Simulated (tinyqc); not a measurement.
Band edges of strained Si(1-x)Ge(x) on relaxed Si(1-y)Ge(y), step by step. Values are carried at full precision from step to step, so a last printed digit may differ when a step is redone from the rounded ones.

Values are linear in the Ge fraction but for ED(x) = linear - CD x (1 - x) and a(x) = linear - Ca x (1 - x). Energies are on the common scale of Ev.

Parameters, chosen for this exercise (end members near Si and Ge, in this order; not measured data):
- a = (5.424, 5.662) angstrom (lattice constant)
- Dso = (0.043, 0.288) eV (spin-orbit splitting)
- av = (2.44, 1.26) eV (valence hydrostatic potential)
- b = (-2.1, -2.53) eV (tetragonal shear potential)
- d = (-4.85, -5.35) eV (trigonal shear potential)
- C11 = (163.5, 130.4) GPa
- C12 = (63.7, 48.2) GPa
- C44 = (79, 67.8) GPa
- Ev = (0, 0.66) eV (top of the unstrained valence band)
- ED = (1.158, 0.93) eV (gap to the Delta valleys)
- EL = (1.988, 0.727) eV (gap to the L valleys)
- aD = (1.76, 1.3) eV (hydrostatic potential of the Delta gap)
- aL = (-3.25, -2.69) eV (hydrostatic potential of the L gap)
- XuD = (9.24, 9.58) eV (uniaxial potential, Delta)
- XuL = (16.73, 15.4) eV (uniaxial potential, L)
- CD = 0.18 eV (bowing of the Delta gap)
- Ca = 0.025 angstrom (bowing of the lattice constant)
- x = 0.16 (Ge fraction of the layer)
- y = 0 (Ge fraction of the relaxed buffer)
- face = 111 (growth face)

## Values of the layer and the buffer

Interpolate at x and at y.

Interpolated values (a in angstrom, C11, C12, C44 in GPa, all else in eV):
```
symbol     layer    buffer
a         5.4587    5.4240
Dso       0.0822    0.0430
av        2.2512    2.4400
b        -2.1688   -2.1000
d        -4.9300   -4.8500
C11     158.2040  163.5000
C12      61.2200   63.7000
C44      77.2080   79.0000
Ev        0.1056    0.0000
ED        1.0973    1.1580
EL        1.7862    1.9880
aD        1.6864    1.7600
aL       -3.1604   -3.2500
XuD       9.2944    9.2400
XuL      16.5172   16.7300
```

## Strain of the layer on a (111) buffer

Coherent growth on a (111) face: e_par = (a(y) - a(x))/a(x), e_perp = -(2 C11 + 4 C12 - 4 C44)/(C11 + 2 C12 + 4 C44) e_par; exx = eyy = ezz = (2 e_par + e_perp)/3 and exy = eyz = ezx = (e_perp - e_par)/3.

Use the elastic constants of the layer.

e_par = -0.006360
e_perp = 0.002724

strain tensor in the cubic axes:
```
           x          y          z
x  -0.003332   0.003028   0.003028
y   0.003028  -0.003332   0.003028
z   0.003028   0.003028  -0.003332
```

The layer is under compression in the plane; its volume changes by -1.000 %.

## Conduction valleys of the layer

A valley with unit axis u lies at Ev + gap + (av + a_valley) tr(e) + Xu (u.e.u - tr(e)/3); the Delta axes are x, y, z and the L axes [111], [1-1-1], [-11-1], [-1-11]. The second-order shift of the Delta valleys under shear is left out; it lowers the pair normal to the sheared plane by tens of meV at a shear of 1 %.

Give the hydrostatic shifts, the uniaxial shifts and the edges.

hydrostatic shifts of Delta and L (eV): -0.0394  0.0091

uniaxial shifts (eV): Delta x 0.0000, Delta y 0.0000, Delta z 0.0000, L [111] 0.1000, L [1-1-1] -0.0333, L [-11-1] -0.0333, L [-1-11] -0.0333

valley edges (eV): Delta x 1.1636, Delta y 1.1636, Delta z 1.1636, L [111] 2.0010, L [1-1-1] 1.8676, L [-11-1] 1.8676, L [-1-11] 1.8676

The lowest set is Delta6 (the digit counts whole valleys) at 1.1636 eV; the Delta valleys spread over 0 meV and the L valleys over 133 meV.

## Valence edges of the layer

Valence edges: Ev plus the levels of the 6 x 6 matrix of X, Y, Z times spin with -Dso/3 + l exx + m (eyy + ezz) on the diagonal (cyclic), n exy off it, l = av + 2 b, m = av - b, n = sqrt(3) d. Spin-orbit term (Dso/3) L.sigma on X, Y, Z with (L_k)_ij = -i epsilon_kij: <X+|H|Y+> = -i Dso/3, <X+|H|Z-> = Dso/3, <Y+|H|Z-> = -i Dso/3, <Z+|H|X-> = -Dso/3, <Z+|H|Y-> = i Dso/3, <X-|H|Y-> = i Dso/3, and their conjugates; + and - are the spin along z.

Give the strain block and the three twofold edges.

strain block (eV), lower triangle:
```
         X        Y        Z
X  -0.0225
Y  -0.0259  -0.0225
Z  -0.0259  -0.0259  -0.0225
```

edges from the top (eV): 0.1090  0.0752  -0.0171

The top two edges are split by 34 meV.

## Gap and offsets against the buffer

Buffer: Ev(y) and Ec = Ev(y) + min(ED, EL). dEc = Ec(buffer) - Ec(layer), dEv = Ev(layer) - Ev(buffer); positive values confine the carrier in the layer; type I if both have one sign.

gap of the strained layer = 1.0546 eV
gap of the buffer = 1.1580 eV
dEc = -0.0056 eV
dEv = 0.1090 eV

Type II: electrons collect in the buffer (6 meV) and holes in the layer (109 meV). The relaxed layer would have a gap of 1.097 eV, so strain has moved it by -43 meV. An offset this small is within the spread of published parameter sets, so the type is not settled by this model.

## Checks

- Mean of the three Delta edges against the hydrostatic shift alone (eV): both 1.16356.

(tinyqc, `OMP_NUM_THREADS=1 python tinyqc.py 1081337 1081338 out.jsonl`, Intel(R) Xeon(R) Processor @ 2.30GHz, 1 thread, shared host, about 0.01 s.)
